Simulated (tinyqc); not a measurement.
# Absorption coefficient and reflectance from two thicknesses

Problem. With transparent contact layers the responsivity is (1 - Rf)(1 - exp(-al wi)) q lam/(h c). The second absorber is twice as thick as the first. Find al and Rf.

Values chosen for this exercise: wavelength lam = 850 nm.

Constants: q = 1.602176634e-19 C, h = 6.62607015e-34 J s, c = 299792458 m/s. Results are converted to the units shown.

responsivity for wi = 28 and 56 um (A/W): [0.49985728, 0.61608165]

Solution. The ratio of the responsivities is 1 + exp(-al w1), which gives al; either value then gives 1 - Rf.

al = 521 1/cm
Rf = 0.0500

Program tinyqc, `OMP_NUM_THREADS=1 python tinyqc.py 2250123 2250124 out.jsonl`; Intel Xeon 2.30GHz, shared host, one thread, about 0.01 s.
